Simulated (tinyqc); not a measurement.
## Index ratio and exit index from two stacks

Question. A quarter-wave stack has T0 = 4 y/(1 + y)^2 with y = (ns/n0)(nL/nH)^(2 N), and y < 1 here. Find nH/nL and ns/n0.

T0 for N = 29 and 31 pairs (%): 1.663936650  1.245718657

Answer. sqrt(1 - T0) = |1 - y|/(1 + y) gives y for each stack; two more pairs multiply y by (nL/nH)^4.

nH/nL = 1.08
ns/n0 = 0.288

Program tinyqc, `OMP_NUM_THREADS=1 python tinyqc.py 2650022 2650023 out.jsonl`; Intel Xeon 2.30GHz, shared host, one thread, about 0.01 s.
